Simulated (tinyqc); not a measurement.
MOS structure on a p-type body with a doping step (retrograde), non-linear Poisson equation by Newton steps: one step of the calculation.

One dimension, insulator interface at x = 0, acceptor density N1 for x < x1 and Na beyond, net doping C = -(acceptor density). psi is counted from the intrinsic level: n = ni exp((psi - Vb)/Vt), p = ni exp(-psi/Vt); deep in the body psi_b = -Vt ln(Na/ni). The gate acts through Cox = eps0 eox/tox and has the potential psi_G = Vg - (phiM - chi - Vt ln(Nc/ni)). Boltzmann statistics, full ionisation, classical densities, no oxide or interface charge.

Task. Converged densities and sheet charges. n and p as above; box widths w_i (half boxes at both ends); band bending psi_0 - psi_b; N_inv = sum w n; N_dep = -sum w (p + C); centroid sum w n x/N_inv; gate charge Cox (psi_G - psi_0)/q.

Values chosen for this exercise; band and dielectric values close to those of silicon:

| symbol | value | unit | meaning |
|---|---|---|---|
| T | 350 | K | temperature |
| Eg | 1.14 | eV | band gap |
| Nc | 3.57e19 | cm^-3 | conduction-band density of states at T |
| Nv | 3.4e19 | cm^-3 | valence-band density of states at T |
| chi | 4.02 | eV | electron affinity |
| eox | 3.9 |  | relative permittivity of the gate insulator (close to silicon dioxide) |
| tox | 1.9 | nm | insulator thickness |
| phiM | 4.13 | eV | gate work function |
| Vb | 0.6 | V | electron quasi-Fermi potential against the body |
| Vg | 0.75 | V | gate voltage against the body |

Constants: q = 1.602176634e-19 C, kB = 1.380649e-23 J/K, Vt = kB T/q, eps0 = 8.8541878128e-14 F/cm where lengths are in cm. Results are converted to the units shown.

```
node  x (nm)  converged psi (V)  net doping C (cm^-3)
0          0          1.1004742               -1.8e15
1        0.8          1.0867196               -1.8e15
2       2.26          1.0672415               -1.8e15
3       4.94          1.0414085               -1.8e15
4       9.82          1.0084077               -1.8e15
5       18.8          0.9636532               -1.8e15
6       35.1          0.8948518               -1.8e15
7       64.9          0.7750199               -1.8e15
8        119          0.5640417               -1.8e15
9        219          0.1955140                 -6e15
10       401         -0.2370744                 -6e15
11       734         -0.3071300                 -6e15
12      1340         -0.3086050                 -6e15
```

ni = 2.1599058e11 cm^-3

Find: n; p; band bending; N_inv; N_dep; centroid of the electrons; gate charge over q.

Result.

```
node  n (cm^-3)  p (cm^-3)
0      3.475e18   3.078e-5
1      2.202e18   4.857e-5
2      1.155e18   9.265e-5
3      4.903e17   2.182e-4
4      1.642e17   6.516e-4
5      3.722e16   0.002874
6      3.803e15    0.02813
7      7.155e13      1.495
8      6.556e10       1632
9       3.237e5    3.305e8
10       0.1910   5.600e14
11      0.01872   5.714e15
12      0.01783   6.000e15
```

band bending = 1.409 V
N_inv = 9.821e11 cm^-2
N_dep = 2.685e11 cm^-2
centroid of the electrons = 4.056 nm
gate charge over q = 1.251e12 cm^-2

N_inv + N_dep is 0.013 % below the gate charge.

Computed by the program tinyqc: `OMP_NUM_THREADS=1 python tinyqc.py 2080168 2080169 out.jsonl`, one thread of a shared Intel Xeon 2.30GHz, about 0.5 s for the whole run.
